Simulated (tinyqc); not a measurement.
Non-radiative capture by multiphonon emission, one effective mode: one step, computed by the program tinyqc. Command: `OMP_NUM_THREADS=1 python tinyqc.py 3011814 3011815 out.jsonl capture walk`. One thread of a shared host (Intel(R) Xeon(R) Processor @ 2.30GHz), about 0.02 s of CPU time with the checks.

The initial state (free carrier plus empty centre) lies dE above the final state; both have the same frequency and are displaced by dQ.

Question. Geometry of the two curves. dQ = sqrt(2 S (hbar^2/u)/hbar omega); relaxation energy lambda = S hbar omega; phonons needed P = dE/hbar omega; classical barrier E_b = (dE - lambda)^2/(4 lambda); occupation n = 1/(exp(hbar omega/k_B T) - 1).

Inputs (values chosen for the exercise, for a model semiconductor):

| quantity | value | unit |
|---|---|---|
| energy released dE | 2.13 | eV |
| phonon energy hbar omega | 126 | meV |
| Huang-Rhys factor S | 8.85 | - |
| temperature T | 300 | K |

Centre: neutral.

Constants: hbar^2/u = 4.18015928e-03 eV angstrom^2; k_B = 8.617333262e-05 eV/K.

Give: dQ; lambda; P; classical barrier E_b; occupation n.

Answer.

dQ = 0.7663 u^(1/2) angstrom

lambda = 1.1151 eV

P = 16.90

classical barrier E_b = 0.2309 eV

occupation n = 0.007702

dE exceeds lambda: the inverted case usual for deep centres, in which the curves cross on the far side of the initial minimum.
